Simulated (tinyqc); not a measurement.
Inside a calculation. Method: RKS/LDA (PW92) in the 6-31g basis, for H2, spin multiplicity 1. Computed by tinyqc, a small Python program that keeps every step (integrals from PySCF). Settings: charge = 0, multiplicity = 1, basis = 6-31g, energy threshold = 1e-09, iteration cap = 51, orthogonalisation = symmetric, start = highest core orbitals, DIIS depth = 6, method = RKS, functional = lda,pw, grid = [20, 26]. Command: `OMP_NUM_THREADS=1 python tinyqc.py 25015 25016 out.jsonl` (the two numbers bound the seeds that draw the settings). One thread of a shared host (Intel(R) Xeon(R) Processor @ 2.60GHz), about 0.2 s of CPU time with the checks. Later iterations appear only in the table of the cycle.

## One-electron integrals

Geometry (angstrom):
```
atom         x         y         z
H     0.000000  0.000000  0.000000
H     0.000000  0.000000  1.274000
```

Basis 6-31g: exponents (1/bohr^2) and contraction coefficients of normalised primitives:
```
element  l (shell)   exponent  coefficient
H            s (1)  18.731137     0.033495
H            s (1)   2.825394     0.234727
H            s (1)   0.640122     0.813757
H            s (2)   0.161278     1.000000
```

Overlap, kinetic and nuclear-attraction integrals over the contracted functions; the nuclear repulsion is the sum of Za Zb / Rab.

nuclear repulsion = 0.41536673 hartree

overlap S, order 1H 1s, 1H 2s, 2H 1s, 2H 2s:
$$\begin{pmatrix}
1.000000 & 0.658292 & 0.116615 & 0.307440 \\
0.658292 & 1.000000 & 0.307440 & 0.626634 \\
0.116615 & 0.307440 & 1.000000 & 0.658292 \\
0.307440 & 0.626634 & 0.658292 & 1.000000
\end{pmatrix}$$

kinetic energy T (hartree), order 1H 1s, 1H 2s, 2H 1s, 2H 2s:
$$\begin{pmatrix}
1.395678 & 0.259735 & -0.044861 & 0.059477 \\
0.259735 & 0.241917 & 0.059477 & 0.104358 \\
-0.044861 & 0.059477 & 1.395678 & 0.259735 \\
0.059477 & 0.104358 & 0.259735 & 0.241917
\end{pmatrix}$$

nuclear attraction V (hartree), order 1H 1s, 1H 2s, 2H 1s, 2H 2s:
$$\begin{pmatrix}
-2.068565 & -1.015185 & -0.192602 & -0.480001 \\
-1.015185 & -1.034141 & -0.480001 & -0.693787 \\
-0.192602 & -0.480001 & -2.068565 & -1.015185 \\
-0.480001 & -0.693787 & -1.015185 & -1.034141
\end{pmatrix}$$

core Hamiltonian H = T + V (hartree), order 1H 1s, 1H 2s, 2H 1s, 2H 2s:
$$\begin{pmatrix}
-0.672887 & -0.755450 & -0.237463 & -0.420523 \\
-0.755450 & -0.792224 & -0.420523 & -0.589429 \\
-0.237463 & -0.420523 & -0.672887 & -0.755450 \\
-0.420523 & -0.589429 & -0.755450 & -0.792224
\end{pmatrix}$$

## Two-electron integrals

Functions are numbered as in S; the eight-fold symmetry (ij|kl) = (ji|kl) = (kl|ij) leaves the list below.

Two-electron integrals (ij|kl) in chemists' order, unique and non-zero (hartree):
```
(11|11) 1.076566   (21|11) 0.578470   (21|21) 0.329423   (22|11) 0.587396
(22|21) 0.361304   (22|22) 0.453150   (31|11) 0.084233   (31|21) 0.050405
(31|22) 0.059502   (31|31) 0.012355   (32|11) 0.150707   (32|21) 0.096037
(32|22) 0.128622   (32|31) 0.026562   (32|32) 0.070891   (33|11) 0.414032
(33|21) 0.270248   (33|22) 0.383425   (33|31) 0.084233   (33|32) 0.258642
(33|33) 1.076566   (41|11) 0.258642   (41|21) 0.148769   (41|22) 0.165777
(41|31) 0.026562   (41|32) 0.052199   (41|33) 0.150707   (41|41) 0.070891
(42|11) 0.324964   (42|21) 0.202903   (42|22) 0.263308   (42|31) 0.041908
(42|32) 0.100773   (42|33) 0.324964   (42|41) 0.100773   (42|42) 0.177939
(43|11) 0.270248   (43|21) 0.175343   (43|22) 0.246531   (43|31) 0.050405
(43|32) 0.148769   (43|33) 0.578470   (43|41) 0.096037   (43|42) 0.202903
(43|43) 0.329423   (44|11) 0.383425   (44|21) 0.246531   (44|22) 0.344121
(44|31) 0.059502   (44|32) 0.165777   (44|33) 0.587396   (44|41) 0.128622
(44|42) 0.263308   (44|43) 0.361304   (44|44) 0.453150
```

## Orthogonalisation

S = U s U^T; symmetric (Loewdin) form X = U s^(-1/2) U^T, so that X^T S X = 1.

eigenvalues of S: [0.194639, 0.372791, 1.062111, 2.370458]

X, order 1H 1s, 1H 2s, 2H 1s, 2H 2s:
$$\begin{pmatrix}
1.253616 & -0.501044 & 0.016212 & 0.023261 \\
-0.501044 & 1.508535 & 0.023261 & -0.491032 \\
0.016212 & 0.023261 & 1.253616 & -0.501044 \\
0.023261 & -0.491032 & -0.501044 & 1.508535
\end{pmatrix}$$

## Starting guess

The start is the highest orbitals of the core Hamiltonian (a deliberately bad start); D = 2 C_occ C_occ^T.

D at the start, order 1H 1s, 1H 2s, 2H 1s, 2H 2s:
$$\begin{pmatrix}
1.506352 & -2.233763 & -1.506352 & 2.233763 \\
-2.233763 & 3.312437 & 2.233763 & -3.312437 \\
-1.506352 & 2.233763 & 1.506352 & -2.233763 \\
2.233763 & -3.312437 & -2.233763 & 3.312437
\end{pmatrix}$$

## Iteration 1: exchange-correlation on the grid

Becke grid with 20 radial and 26 angular points per atom, points of zero weight dropped. rho = sum D_ij phi_i phi_j; V_xc,ij = sum w v_xc phi_i phi_j; v_xc is d(rho eps)/d rho.

The 12 grid points with the largest w rho, of 1028 (bohr, atomic units):
```
x                  y          z         w       rho     eps_xc       v_xc
0.000000    0.000000  -2.577743  2.349703  0.009961  -0.196587  -0.255734
0.000000    0.000000   4.985254  2.349703  0.009961  -0.196587  -0.255734
0.000000    0.000000  -2.040679  1.214030  0.014314  -0.219271  -0.285411
0.000000    0.000000   4.448190  1.214030  0.014314  -0.219271  -0.285411
-1.822740   0.000000  -1.822740  1.879757  0.009030  -0.190867  -0.248257
0.000000    1.822740  -1.822740  1.879757  0.009030  -0.190867  -0.248257
0.000000   -1.822740  -1.822740  1.879757  0.009030  -0.190867  -0.248257
1.822740    0.000000  -1.822740  1.879757  0.009030  -0.190867  -0.248257
1.822740    0.000000   4.230251  1.879757  0.009030  -0.190867  -0.248257
0.000000   -1.822740   4.230251  1.879757  0.009030  -0.190867  -0.248257
0.000000    1.822740   4.230251  1.879757  0.009030  -0.190867  -0.248257
-1.822740   0.000000   4.230251  1.879757  0.009030  -0.190867  -0.248257
```

electrons on the grid, sum of w rho = 2.025073

E_xc = sum of w rho eps_xc = -0.58909577 hartree

V_xc (hartree), order 1H 1s, 1H 2s, 2H 1s, 2H 2s:
$$\begin{pmatrix}
-0.436102 & -0.201514 & -0.034131 & -0.089407 \\
-0.201514 & -0.207334 & -0.089407 & -0.122764 \\
-0.034131 & -0.089407 & -0.436102 & -0.201514 \\
-0.089407 & -0.122764 & -0.201514 & -0.207334
\end{pmatrix}$$

## Iteration 1: building the Kohn-Sham matrix

J_ij = sum D_kl (ij|kl); F = H + J + V_xc; E = tr D H + tr D J / 2 + E_xc + E_nn.

Coulomb J (hartree), order 1H 1s, 1H 2s, 2H 1s, 2H 2s:
$$\begin{pmatrix}
1.091643 & 0.634444 & 0.120067 & 0.300398 \\
0.634444 & 0.779384 & 0.300398 & 0.505786 \\
0.120067 & 0.300398 & 1.091643 & 0.634444 \\
0.300398 & 0.505786 & 0.634444 & 0.779384
\end{pmatrix}$$

Kohn-Sham matrix F (hartree), order 1H 1s, 1H 2s, 2H 1s, 2H 2s:
$$\begin{pmatrix}
-0.017346 & -0.322520 & -0.151527 & -0.209533 \\
-0.322520 & -0.220174 & -0.209533 & -0.206408 \\
-0.151527 & -0.209533 & -0.017346 & -0.322520 \\
-0.209533 & -0.206408 & -0.322520 & -0.220174
\end{pmatrix}$$

total energy of this density = 1.04101254 hartree

## Iteration 1: diagonalisation and new density

Diagonalise F' = X^T F X, C = X C', fill 1 alpha and 1 beta electrons from the bottom; D = 2 C_occ C_occ^T. Each column has its largest component positive (the first on a tie).

F' = X^T F X (hartree):
$$\begin{pmatrix}
0.312095 & -0.441152 & -0.036182 & -0.057908 \\
-0.441152 & 0.127934 & -0.057908 & -0.090820 \\
-0.036182 & -0.057908 & 0.312095 & -0.441152 \\
-0.057908 & -0.090820 & -0.441152 & 0.127934
\end{pmatrix}$$

orbital energies (hartree): MO1 -0.356630, MO2 -0.105161, MO3 0.669658, MO4 0.672192

coefficients C, order 1H 1s, 1H 2s, 2H 1s, 2H 2s:
$$\begin{pmatrix}
0.290931 & 0.281659 & 0.914182 & -0.907580 \\
0.355587 & 0.840550 & -0.710881 & 1.195850 \\
0.290931 & -0.281659 & 0.914182 & 0.907580 \\
0.355587 & -0.840550 & -0.710881 & -1.195850
\end{pmatrix}$$

D after iteration 1, order 1H 1s, 1H 2s, 2H 1s, 2H 2s:
$$\begin{pmatrix}
0.169282 & 0.206903 & 0.169282 & 0.206903 \\
0.206903 & 0.252885 & 0.206903 & 0.252885 \\
0.169282 & 0.206903 & 0.169282 & 0.206903 \\
0.206903 & 0.252885 & 0.206903 & 0.252885
\end{pmatrix}$$

## Iteration 2: exchange-correlation on the grid

As before.

The 12 grid points with the largest w rho, of 1028 (bohr, atomic units):
```
x                  y         z         w       rho     eps_xc       v_xc
0.000000    0.000000  1.230210  0.139328  0.081001  -0.371280  -0.485006
0.000000    0.000000  1.177301  0.139328  0.081001  -0.371280  -0.485006
0.000000    0.000000  1.478554  0.117230  0.088391  -0.381348  -0.498259
0.000000    0.000000  0.928957  0.117230  0.088391  -0.381348  -0.498259
0.869890    0.000000  1.537621  0.199737  0.046950  -0.314299  -0.410064
-0.869890   0.000000  1.537621  0.199737  0.046950  -0.314299  -0.410064
0.000000   -0.869890  1.537621  0.199737  0.046950  -0.314299  -0.410064
0.000000    0.869890  1.537621  0.199737  0.046950  -0.314299  -0.410064
0.000000    0.869890  0.869890  0.199737  0.046950  -0.314299  -0.410064
0.869890    0.000000  0.869890  0.199737  0.046950  -0.314299  -0.410064
0.000000   -0.869890  0.869890  0.199737  0.046950  -0.314299  -0.410064
-0.869890   0.000000  0.869890  0.199737  0.046950  -0.314299  -0.410064
```

electrons on the grid, sum of w rho = 2.000130

E_xc = sum of w rho eps_xc = -0.55753391 hartree

V_xc (hartree), order 1H 1s, 1H 2s, 2H 1s, 2H 2s:
$$\begin{pmatrix}
-0.463438 & -0.259185 & -0.051386 & -0.125287 \\
-0.259185 & -0.276862 & -0.125287 & -0.187499 \\
-0.051386 & -0.125287 & -0.463438 & -0.259185 \\
-0.125287 & -0.187499 & -0.259185 & -0.276862
\end{pmatrix}$$

## Iteration 2: building the Kohn-Sham matrix

As before.

Coulomb J (hartree), order 1H 1s, 1H 2s, 2H 1s, 2H 2s:
$$\begin{pmatrix}
1.211308 & 0.727250 & 0.147691 & 0.355943 \\
0.727250 & 0.892629 & 0.355943 & 0.598705 \\
0.147691 & 0.355943 & 1.211308 & 0.727250 \\
0.355943 & 0.598705 & 0.727250 & 0.892629
\end{pmatrix}$$

Kohn-Sham matrix F (hartree), order 1H 1s, 1H 2s, 2H 1s, 2H 2s:
$$\begin{pmatrix}
0.074983 & -0.287384 & -0.141157 & -0.189867 \\
-0.287384 & -0.176457 & -0.189867 & -0.178223 \\
-0.141157 & -0.189867 & 0.074983 & -0.287384 \\
-0.189867 & -0.178223 & -0.287384 & -0.176457
\end{pmatrix}$$

total energy of this density = -1.06700445 hartree

## Iteration 2: DIIS over 2 matrices

error matrix X^T (FDS - SDF) X:
$$\begin{pmatrix}
0.000000 & 0.031239 & 0.000000 & 0.031239 \\
-0.031239 & 0.000000 & -0.031239 & 0.000000 \\
0.000000 & 0.031239 & 0.000000 & 0.031239 \\
-0.031239 & 0.000000 & -0.031239 & 0.000000
\end{pmatrix}$$

B (overlaps of the stored error matrices):
$$\begin{pmatrix}
6.6790454e-02 & 0.0000000e+00 \\
0.0000000e+00 & 7.8070417e-03
\end{pmatrix}$$

Minimise |sum c_i e_i|^2 with sum c_i = 1: solve [B -1; -1 0][c; lambda] = [0; -1] with B_ij = tr e_i^T e_j, and take F = sum c_i F_i.

DIIS coefficients: [0.104656, 0.895344]

extrapolated F (hartree), order 1H 1s, 1H 2s, 2H 1s, 2H 2s:
$$\begin{pmatrix}
0.065321 & -0.291061 & -0.142242 & -0.191925 \\
-0.291061 & -0.181032 & -0.191925 & -0.181173 \\
-0.142242 & -0.191925 & 0.065321 & -0.291061 \\
-0.191925 & -0.181173 & -0.291061 & -0.181032
\end{pmatrix}$$

## Iteration 2: diagonalisation and new density

As before.

F' = X^T F X (hartree):
$$\begin{pmatrix}
0.412914 & -0.459448 & -0.033573 & -0.052098 \\
-0.459448 & 0.171266 & -0.052098 & -0.094218 \\
-0.033573 & -0.052098 & 0.412914 & -0.459448 \\
-0.052098 & -0.094218 & -0.459448 & 0.171266
\end{pmatrix}$$

orbital energies (hartree): MO1 -0.305214, MO2 -0.061297, MO3 0.761603, MO4 0.773269

coefficients C, order 1H 1s, 1H 2s, 2H 1s, 2H 2s:
$$\begin{pmatrix}
0.266855 & 0.258327 & 0.921498 & -0.914494 \\
0.374109 & 0.870896 & -0.701311 & 1.173934 \\
0.266855 & -0.258327 & 0.921498 & 0.914494 \\
0.374109 & -0.870896 & -0.701311 & -1.173934
\end{pmatrix}$$

D after iteration 2, order 1H 1s, 1H 2s, 2H 1s, 2H 2s:
$$\begin{pmatrix}
0.142423 & 0.199666 & 0.142423 & 0.199666 \\
0.199666 & 0.279916 & 0.199666 & 0.279916 \\
0.142423 & 0.199666 & 0.142423 & 0.199666 \\
0.199666 & 0.279916 & 0.199666 & 0.279916
\end{pmatrix}$$

## Iteration 5 (converged): orbitals

converged F (hartree), order 1H 1s, 1H 2s, 2H 1s, 2H 2s:
$$\begin{pmatrix}
0.063178 & -0.294127 & -0.142675 & -0.193268 \\
-0.294127 & -0.183821 & -0.193268 & -0.183254 \\
-0.142675 & -0.193268 & 0.063178 & -0.294127 \\
-0.193268 & -0.183254 & -0.294127 & -0.183821
\end{pmatrix}$$

As before.

F' = X^T F X (hartree):
$$\begin{pmatrix}
0.412669 & -0.462279 & -0.033242 & -0.052041 \\
-0.462279 & 0.170753 & -0.052041 & -0.095047 \\
-0.033242 & -0.052041 & 0.412669 & -0.462279 \\
-0.052041 & -0.095047 & -0.462279 & 0.170753
\end{pmatrix}$$

orbital energies (hartree): MO1 -0.308705, MO2 -0.064150, MO3 0.763837, MO4 0.775861

coefficients C, order 1H 1s, 1H 2s, 2H 1s, 2H 2s:
$$\begin{pmatrix}
0.266942 & 0.259483 & 0.921473 & -0.914167 \\
0.374043 & 0.869412 & -0.701346 & 1.175034 \\
0.266942 & -0.259483 & 0.921473 & 0.914167 \\
0.374043 & -0.869412 & -0.701346 & -1.175034
\end{pmatrix}$$

D after iteration 5, order 1H 1s, 1H 2s, 2H 1s, 2H 2s:
$$\begin{pmatrix}
0.142516 & 0.199696 & 0.142516 & 0.199696 \\
0.199696 & 0.279816 & 0.199696 & 0.279816 \\
0.142516 & 0.199696 & 0.142516 & 0.199696 \\
0.199696 & 0.279816 & 0.199696 & 0.279816
\end{pmatrix}$$

## Convergence

Stop when the energy changes by less than 1e-09 hartree and every element of the error matrix X^T (F D S - S D F) X is below 9e-06.

Course of the cycle:
```
iteration  E (hartree)     change  largest element of the error matrix
1           1.04101254          -                             9.14e-02
2          -1.06700445  -2.11e+00                             3.12e-02
3          -1.06863736  -1.63e-03                             1.13e-04
4          -1.06863738  -2.13e-08                             1.86e-07
5          -1.06863738  -4.40e-14                             9.35e-08
```

PySCF RKS in the same basis, fine grid = -1.06799741 hartree

Converged in 5 iterations. The coarse grid moves the energy by -6.40e-04 hartree.

## Populations, bond orders and dipole

Mulliken: Z minus the diagonal of D S on the atom; Loewdin: the same with S^(1/2) D S^(1/2); Mayer order: 2 sum_s sum (D(s) S)_ij (D(s) S)_ji over the two atoms.

Charges (e):
```
atom  Mulliken  Loewdin
1H           0        0
2H           0        0
```

Mayer bond orders:
```
pair     order
2-1   1.000000
```

dipole moment about the origin, x y z (debye): [0.000000, 0.000000, 0.000000]
